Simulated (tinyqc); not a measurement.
Reflectance across the plasma edge: free-carrier optics of a doped semiconductor (Drude model with one polar phonon).

eps(E) = ei [1 - Ep^2/(E^2 + i E Gam)] + (es - ei) wT^2/(wT^2 - E^2 - i E gT), with Ep^2 = 8 pi c (e^2/(4 pi eps0)) N/(m ei), c = hbar^2/2m0, N in 1/angstrom^3 (1e-24 per 1/cm^3); Gam = hbar/tau, tau = mu m m0/e with m0/e = 5.685630e-12 kg/C and mu in m^2/(V s). Energies in meV.

n + i k = sqrt(eps1 + i eps2) with k >= 0; R = ((n - 1)^2 + k^2)/((n + 1)^2 + k^2) at normal incidence from vacuum; alpha = 2 E k/(hbar c), times 1e8 for 1/cm; loss function Im(-1/eps) = eps2/(eps1^2 + eps2^2).

Constants: hbar^2/2m0 = 3.80998211 eV angstrom^2; e^2/(4 pi eps0) = 14.39964547 eV angstrom; hbar = 6.58211957e-16 eV s; hbar c = 1973.269805 eV angstrom.

Inputs chosen for the exercise (mass and dielectric values near those of InAs; N and mu are free inputs; interband absorption and the rise of the mass with filling are left out; shifted at random, so the results belong to these values and not to a real crystal):
- N = 2.3e+16 1/cm^3 (carrier density)
- m = 0.0288 m0 (conductivity mass)
- mu = 12000 cm^2/(V s) (mobility)
- ei = 12.42 (high-frequency dielectric constant)
- wT = 26.9 meV (TO phonon)
- es = 15.57 (static dielectric constant)
- gT = 0.6 meV (phonon damping)

Spectrum:

| E (meV) | eps1 | eps2 | R | alpha (1/cm) |
|---|---|---|---|---|
| 0.9 | -75.95 | 340.66 | 0.875 | 1.33e+03 |
| 2.8 | -42.17 | 69.12 | 0.806 | 2.23e+03 |
| 4.7 | -17.39 | 23.57 | 0.723 | 2.30e+03 |
| 6.6 | -4.33 | 10.22 | 0.534 | 1.86e+03 |
| 8.0 | 1.24 | 6.15 | 0.305 | 1.29e+03 |
| 9.4 | 4.95 | 3.97 | 0.214 | 796 |
| 10.4 | 6.90 | 3.01 | 0.227 | 590 |
| 11.8 | 9.00 | 2.12 | 0.258 | 421 |
| 14.1 | 11.52 | 1.32 | 0.299 | 277 |
| 18.8 | 15.55 | 0.73 | 0.355 | 175 |
| 28.2 | -19.09 | 7.28 | 0.858 | 1.27e+04 |
| 47.1 | 10.40 | 0.06 | 0.277 | 47.3 |

Ep = 9.4 meV and Gam = 3.3 meV. R is 0.875 at the lowest energy and lowest, 0.214, at 9.4 meV of those listed; without damping and phonon it would vanish at Ep sqrt(ei/(ei - 1)) = 9.8 meV. At the highest energy R is 0.277, against 0.311 for ei alone. Between the last two rows alpha goes as E^-10.90, where the Drude limit far above Ep and Gam is E^-2; Gam and the phonon term both still act in these rows. The phonon adds its own band of high reflectance between wT = 26.9 meV and about wL = 30.1 meV, which the rows may miss.

Run: tinyqc, `OMP_NUM_THREADS=1 python tinyqc.py 1681059 1681060 out.jsonl`; Intel(R) Xeon(R) Processor @ 2.30GHz, one thread, shared host; about 0.01 s of CPU time with all checks.
